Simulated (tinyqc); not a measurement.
Depth of the trap: trap in a gate oxide as a short-range spherical well.

Energies from the conduction edge of the channel. The trap level at depth x is E_T = dEc - Et - e Fox x (1 MV/cm = 0.01 eV/angstrom). An electron at the channel edge tunnels with the WKB exponent S = (4/3) sqrt(m/c) [dEc^(3/2) - (dEc - e Fox x)^(3/2)]/(e Fox), c = hbar^2/2m0; tau = t0 exp(S); the occupation is f = 1/(1 + exp((E_T - EF)/kB T)), tau_c = tau/f and tau_e = tau/(1 - f). Lattice relaxation is left out; a level below the channel edge needs phonons as well, so tau is then a lower bound, while a level above it can also empty elastically at its own energy, through a thinner barrier, faster than this tau.

Constants: hbar^2/2m0 = 3.80998211 eV angstrom^2; kB = 8.617333262e-05 eV/K.

Parameters, chosen for this exercise (near those of SiO2 on 4H SiC; not measured data): dEc = 2.67 eV (conduction offset to the channel); m = 0.439 m0 (mass); Fox = 6.8 MV/cm (oxide field, lowering levels away from the channel); t0 = 0.48 x 1e-11 s (time constant at the interface); T = 300 K (temperature); EF = -0.11 eV (Fermi level above the channel edge); ds = (2, 5, 8, 11, 14, 17, 20) angstrom (depths).

Et = 2.60858 eV

Each depth has its own level and time; the corner frequency is 1/(2 pi tau).

Results:
```
x (angstrom),E_T (eV),S,tau (s),corner (Hz),f
2,-0.075,2.19,4.3e-11,3.7e+09,0.203
5,-0.279,5.37,1.0e-09,1.5e+08,0.999
8,-0.483,8.41,2.1e-08,7.4e+06,1.000
11,-0.687,11.30,3.9e-07,4.1e+05,1.000
14,-0.891,14.05,6.1e-06,2.6e+04,1.000
17,-1.095,16.64,8.1e-05,2.0e+03,1.000
20,-1.299,19.06,0.00091,1.8e+02,1.000
```

tau spans 7.3 decades, one decade for each 2.18 angstrom at the start and 2.85 at the end, where the field has thinned the barrier. Traps spread evenly in depth are thus spread nearly evenly in ln tau; if levels near EF exist at every depth, this sums to 1/f noise and to charging that grows as ln t. With the single Et of this table only depths where f is neither 0 nor 1 contribute. The level crosses EF between 2 and 5 angstrom.

Computed by tinyqc, a small Python program: `OMP_NUM_THREADS=1 python tinyqc.py 1281344 1281345 out.jsonl` (the numbers bound the seed that draws the inputs); one thread of a shared host (Intel(R) Xeon(R) Processor @ 2.30GHz), about 0.01 s for the whole set of steps.
